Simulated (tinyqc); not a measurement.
Oxide trap near a transistor channel: two-state multiphonon kinetics, telegraph noise and bias instability. Changing the temperature T. Computed by tinyqc, a small Python program. Command: `OMP_NUM_THREADS=1 python tinyqc.py 3004248 3004249 out.jsonl oxidetrap sweep`. One thread of a shared host (Intel(R) Xeon(R) Processor @ 2.30GHz), about 0.01 s of CPU time with the checks.

An n-channel device under positive gate bias. The trap is empty (state 1) or holds an electron (state 2); both states are parabolas of equal curvature, and the electron reservoir is taken at the Fermi level of the channel.

Inputs (values chosen for the exercise, with an insulator like Si3N4 on silicon): insulator constant eps_ox = 7.13; insulator thickness t_ox = 5.4 nm; trap depth x from the interface = 0.76 nm; tunnel barrier phi_b = 2.02 eV; tunnelling mass m_ox = 0.4 m_0; trap level above E_F at zero field E_t = 0.28 eV; relaxation energy E_R = 2.7 eV; oxide field F = 5.3 MV/cm; attempt rate k_0 at the interface = 8e+12 1/s; channel width W = 23 nm; channel length L = 110 nm; frequency f = 500 Hz.

Parts treated: one trap.

Constants: hbar^2/(2 m_0) = 3.80998212 eV angstrom^2; k_B = 8.617333262e-05 eV/K; e = 1.602176634e-19 C; eps_0 = 8.8541878128e-12 F/m.

Method:
- kappa = sqrt(2 m_ox phi_b)/hbar = sqrt(m_ox phi_b/(hbar^2/2m_0)); attenuation length lambda = 1/(2 kappa); factor exp(-x/lambda) for a rectangular barrier.
- E_21 = E_t - e F x is the energy of state 2 over state 1; barriers E_c = (E_R + E_21)^2/(4 E_R), E_e = E_c - E_21; tau_c = exp(E_c/k_B T)/(k_0 P), tau_e = exp(E_e/k_B T)/(k_0 P), P the tunnelling factor; occupation f_2 = tau_e/(tau_c + tau_e); 1/tau_0 = 1/tau_c + 1/tau_e.
- Charge-sheet step dV = e (t_ox - x)/(eps_ox eps_0 W L); Lorentzian spectrum S(f) = 4 dV^2 tau_0^2/((tau_c + tau_e)(1 + (2 pi f tau_0)^2)); corner 1/(2 pi tau_0); variance dV^2 f_2 (1 - f_2) = dV^2 tau_0/(tau_c + tau_e).

One run for each value:
```
temperature T (K)  capture time tau_c (s)  emission time tau_e (s)  corner frequency (Hz)  occupation f_2
200                            4.3065e+05               5.3524e+08             3.6987e-07         0.99920
280                            1.6082e+01               2.6100e+03             9.9573e-03         0.99388
320                            6.6476e-01               5.7106e+01             2.4220e-01         0.98849
360                            5.5779e-02               2.9214e+00             2.9078e+00         0.98126
400                            7.6827e-03               2.7085e-01             2.1304e+01         0.97242
440                            1.5174e-03               3.8694e-02             1.0900e+02         0.96227
480                            3.9271e-04               7.6457e-03             4.2609e+02         0.95115
```

Give the missing row, temperature T (K) = 240.

Computed row:
```
temperature T (K)  capture time tau_c (s)  emission time tau_e (s)  corner frequency (Hz)  occupation f_2
240                            1.1253e+03               4.2652e+05             1.4181e-04         0.99737
```

Interpolating between the two neighbouring rows (linearly) misses most in emission time tau_e (s), by a factor of 630. Over the rows, capture time tau_c (s) falls from 431000 to 3.93e-4 (exponent d ln y / d ln x -33 between the first rows and -16 between the last); emission time tau_e (s) falls from 5.35e8 to 0.00765 (exponent d ln y / d ln x -39 between the first rows and -19 between the last); corner frequency (Hz) rises from 3.70e-7 to 426 (exponent d ln y / d ln x 33 between the first rows and 16 between the last). Arrhenius slopes give 0.615 eV for capture and 0.738 eV for emission; elastic tunnelling alone would leave only their difference E_21.

Caution (rows 200, 240): at this temperature nuclear tunnelling through such barriers shortens the times below these classical values.
